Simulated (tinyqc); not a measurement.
# From T_c back to z J_AA

Model: two-sublattice mean-field magnet: ferrimagnet, compensation points and susceptibility. Computed by tinyqc, a small Python program. Command: `OMP_NUM_THREADS=1 python tinyqc.py 3012863 3012864 out.jsonl ferri inv`. One thread of a shared host (Intel(R) Xeon(R) Processor @ 2.30GHz), about 0.01 s of CPU time with the checks.

A random alloy A(1-x)B(x) with H = -sum over pairs J S_i.S_j. a = <S_A> and b = <S_B> are taken along z, a > 0. Exchange fields: h_A = (1 - x) zJ_AA a + x zJ_AB b, h_B = (1 - x) zJ_AB a + x zJ_BB b; a = S_A B_(S_A)(S_A h_A/(k_B T)) and likewise for b, with the Brillouin function B_S(y) = [(2S + 1)/(2S)] coth[(2S + 1) y/(2S)] - [1/(2S)] coth[y/(2S)].

Inputs (values chosen for the exercise, for a model ferrimagnet):

| quantity | value | unit |
|---|---|---|
| spin S_A | 2 | - |
| spin S_B | 3.5 | - |
| fraction x of B sites | 0.26 | - |
| z J_BB | 2.3 | meV |
| z J_AB | -12 | meV |
| T over T_c | 0.49 | - |

Constants: k_B = 8.617333262e-05 eV/K.

Method. Linearised, T (a, b) = M (a, b) with M_ij = S_i (S_i + 1) c_j zJ_ij/(3 k_B), c_A = 1 - x, c_B = x. T_c is the larger eigenvalue, and its eigenvector gives b/a at onset, (T_c - M_AA)/M_AB.

Problem. A run gave the result below. Find the z J_AA, known to lie between 23 and 66 meV.

T_c = 660.3013 K

Solution.

Each step takes the trial c = (a f_b - b f_a)/(f_b - f_a), f being the result less the target and a, b, c the logarithms of the listed values; c replaces end b, the old b replaces a if the sign of f changed, and otherwise f_a is halved.

Scan of the range:

| z J_AA (meV) | T_c (K) |
|---|---|
| 23.0 | 482.79 |
| 27.4 | 547.27 |
| 32.7 | 627.85 |
| 39.0 | 726.58 |
| 46.4 | 845.34 |
| 55.4 | 992.45 |
| 66.0 | 1168.15 |

False position (Illinois rule, in the logarithm of the input) inside the bracket:

| step | end a | end b | trial | T_c (K) |
|---|---|---|---|---|
| 1 | 32.7000 | 39.0000 | 34.6496 | 658.111 |
| 2 | 39.0000 | 34.6496 | 34.7809 | 660.160 |
| 3 | 39.0000 | 34.7809 | 34.7979 | 660.424 |
| 4 | 34.7809 | 34.7979 | 34.7900 | 660.301 |
| 5 | 34.7979 | 34.7900 | 34.7900 | 660.301 |

T_c rises at every point of a 13-point scan of the range (every second point is shown), so one value fits; it is bracketed by 32.7 and 39.0. Answer: z J_AA = 34.79 meV.
